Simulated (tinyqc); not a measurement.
# Inductance and parasitic capacitance from two readings

Question. A loss-free coil L in parallel with C shows the apparent inductance L/(1 - w^2 L C), w = 2 pi f. Find L, C and the self-resonance 1/(2 pi sqrt(L C)).

apparent inductance at 3 and 5.1 GHz (nH): [8.0414439, 14.573231]

Solution. The inverse of the reading is 1/L - w^2 C, a straight line in w^2.

L = 6.50 nH
C = 83.0 fF
self-resonance = 6.85 GHz

Computed by the program tinyqc: `OMP_NUM_THREADS=1 python tinyqc.py 2302108 2302109 out.jsonl`, one thread of a shared Intel Xeon 2.30GHz, about 0.01 s for the whole run.
